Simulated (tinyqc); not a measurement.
# A spin-degenerate level with charging energy between two leads, rate equations: effects of single changes

States 0, up, down and 2 with energies 0, e1 - Ez/2, e1 + Ez/2 and 2 e1 + U. mu_L = +V/2, mu_R = -V/2 (meV), f(x) = 1/(1 + exp(x/kB T)). A transition that adds one electron of given spin at the energy E has the rate G f(E - mu) from each lead, and its reverse G [1 - f(E - mu)]. I counts electrons leaving the left lead, times q.

Parameters, values chosen for the exercise: charging energy of the second electron U = 9.9 meV; level e1 = -2.45 meV; tunnel rate to the left lead GL = 1.1 1/ns; tunnel rate to the right lead GR = 0.06 1/ns; temperature T = 7.1 K; Zeeman splitting Ez = 0 meV.

Constants: q = 1.602176634e-19 C, kB = 1.380649e-23 J/K, Vt = kB T/q. Results are converted to the units shown.

Each table varies one quantity; the others keep the values above.

## Current against bias

Transition energies: 0-up e1 - Ez/2, 0-down e1 + Ez/2, up-2 e1 + U + Ez/2, down-2 e1 + U - Ez/2. dp/dt = W p; W_ji is the rate from state i to j, and each column sums to zero. Steady state: W p = 0 with sum p = 1. I = q GL sum over transitions i-j of [fL p_i - (1 - fL) p_j].

Results:

| V (mV) | I (pA) | I (GL + GR)/(q GL GR) | mean number | p(2) |
|---|---|---|---|---|
| 0.99 | 0.28668 | 0.031448 | 0.99515 | 5.52e-6 |
| 2.74 | 1.3211 | 0.14493 | 0.99530 | 2.28e-5 |
| 4.5 | 3.8594 | 0.42338 | 0.98892 | 9.55e-5 |
| 6.25 | 6.9845 | 0.76620 | 0.98055 | 3.95e-4 |
| 8 | 8.6699 | 0.95108 | 0.97712 | 1.64e-3 |
| 11.51 | 9.5924 | 1.0523 | 1.0023 | 0.0280 |
| 13.26 | 10.400 | 1.1408 | 1.0828 | 0.107 |
| 15.02 | 12.564 | 1.3783 | 1.3072 | 0.325 |
| 16.77 | 15.595 | 1.7108 | 1.6223 | 0.632 |
| 18.52 | 17.417 | 1.9106 | 1.8118 | 0.817 |
| 20.28 | 18.024 | 1.9772 | 1.8749 | 0.878 |
| 22.03 | 18.181 | 1.9944 | 1.8913 | 0.894 |

Estimate the missing row, V = 9.76 mV.

Computed row:

| V (mV) | I (pA) | I (GL + GR)/(q GL GR) | mean number | p(2) |
|---|---|---|---|---|
| 9.76 | 9.2493 | 1.0146 | 0.98100 | 6.87e-3 |

With this row back in the table: The scaled current rises from 0.0314 to 1.99. A transition enters the bias window when V = 2 |E|: at 4.90, 14.9 mV, each step a few kB T = 0.612 meV wide. With all four transitions inside, the scaled current tends to 2 and the mean number to 2 GL/(GL + GR) = 1.90; the last row has 1.99 and 1.89.

## Effect of unequal tunnel rates

Same model as above.

Here e1 = 2.475 meV, Ez = 0 and V = +/- 14.85 mV, so that only the 0-1 transitions lie in the window.

Effect of unequal tunnel rates:

| GR (1/ns) | I at +V (pA) | I at -V (pA) | \|I(+V)/I(-V)\| | (GL + 2 GR)/(2 GL + GR) |
|---|---|---|---|---|
| 0.062 | 9.6611 | -17.849 | 0.54126 | 0.54111 |
| 0.14 | 21.088 | -35.750 | 0.58988 | 0.58974 |
| 0.32 | 44.757 | -64.811 | 0.69058 | 0.69048 |
| 0.72 | 86.906 | -99.902 | 0.86991 | 0.86986 |
| 1.6 | 148.39 | -131.14 | 1.1315 | 1.1316 |
| 3.7 | 221.00 | -153.43 | 1.4405 | 1.4407 |
| 8.4 | 279.26 | -165.41 | 1.6883 | 1.6887 |
| 19 | 315.81 | -171.28 | 1.8438 | 1.8443 |

What does the table show?

The ratio of the two currents rises from 0.541 to 1.84 and differs from the last column by at most 0.027 %. An empty dot can be filled with either spin but a filled one empties in one way, so I = 2 q G_in G_out/(2 G_in + G_out): the current is larger when the slower junction is the entrance.

Range of the model: Rate equations need hbar G well below kB T; cotunnelling and the Kondo effect are left out.

Program tinyqc, `OMP_NUM_THREADS=1 python tinyqc.py 2780014 2780015 out.jsonl`; Intel Xeon 2.30GHz, shared host, one thread, about 0.01 s.
